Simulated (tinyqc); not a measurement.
From E_F at growth back to shift s of the chemical potential: self-consistent Fermi level with native defects, at growth and after a quench. Computed by tinyqc, a small Python program. Command: `OMP_NUM_THREADS=1 python tinyqc.py 3016476 3016477 out.jsonl scfermi inv`. One thread of a shared host (Intel(R) Xeon(R) Processor @ 2.30GHz), about 0.1 s of CPU time with the checks.

Energies are counted from the top of the valence band (VBM); when the gap shrinks with temperature the conduction band moves and the levels stay. The added dopant is taken as fully ionised. D and A draw on one reservoir with opposite signs, as the two vacancies of a compound do.

Inputs (values chosen for the exercise, for a model semiconductor):
```
quantity,value,unit
gap E_g at 300 K,1.57,eV
slope -dE_g/dT above 300 K,0.00059,eV/K
electron mass m_e,0.0556,m_0
valleys M_c,1,-
hole mass m_h,0.516,m_0
E_f of the neutral native donor D,2.485,eV
E_f of the neutral native acceptor A,1.19,eV
site density N_s,2.9e+22,cm^-3
dopant density N_X,8.6e+18,cm^-3
growth temperature T_g,943,K
```

Added shallow dopant: acceptor.

levels of D above the VBM, most positive state first (eV): [0.702, 1.14, 1.27]

levels of A above the VBM, (0/-1) first (eV): [0.436, 0.885]

Constants: m_0 = 9.1093837015e-31 kg; k_B = 1.380649e-23 J/K; h = 6.62607015e-34 J s; k_B = 8.617333262e-05 eV/K.

Method:
- E_f(D, 0) = input + s and E_f(A, 0) = input - s; E_f(q, E_F = 0) follows from the levels, eps(q/q-1) = E_f(q - 1) - E_f(q) at E_F = 0.
- E_g(T) = E_g - slope x max(0, T - 300 K).
- N_c = 2 M_c (2 pi m_e k_B T/h^2)^(3/2) and N_v = 2 (2 pi m_h k_B T/h^2)^(3/2), masses in units of m_0.
- At growth T = T_g.
- n = N_c F_1/2((E_F - E_g)/k_B T), p = N_v F_1/2(-E_F/k_B T).
- F_1/2(eta) = (2/sqrt(pi)) int_0^infinity sqrt(x)/(1 + exp(x - eta)) dx, by the trapezoid rule in t = sqrt(x) with step 0.02 up to t = 12 (for eta < -12 by exp(eta) - exp(2 eta)/2^(3/2)).
- In equilibrium c_q = N_s exp(-(E_f(q, 0) + q E_F)/k_B T).
- Net charge = p - n + sum q c_q - N_X; the log ratio is ln(positive charge/negative charge).
- E_F is the root of the log ratio, by 50 bisections between -0.5 eV and E_g + 0.5 eV.

Problem. A run gave the result below. Find the shift s of the chemical potential, known to lie between 0.17 and 0.45 eV.

E_F at growth = 0.3509671 eV

Solution.

Each step takes the trial c = (a f_b - b f_a)/(f_b - f_a), f being the result less the target and a, b, c the logarithms of the listed values; c replaces end b, the old b replaces a if the sign of f changed, and otherwise f_a is halved.

Scan of the range:
```
shift s of the chemical potential (eV),E_F at growth (eV)
0.170,0.403517
0.200,0.393555
0.235,0.381943
0.277,0.368017
0.325,0.352096
0.383,0.332811
0.450,0.310369
```

False position (Illinois rule, in the logarithm of the input) inside the bracket:
```
step,end a,end b,trial,E_F at growth (eV)
1,0.325000,0.383000,0.328138,0.351054
2,0.383000,0.328138,0.328380,0.350974
3,0.383000,0.328380,0.328417,0.350961
4,0.328380,0.328417,0.328400,0.350967
```

E_F at growth falls at every point of a 13-point scan of the range (every second point is shown), so one value fits; it is bracketed by 0.325 and 0.383. Answer: shift s of the chemical potential = 0.3284 eV.
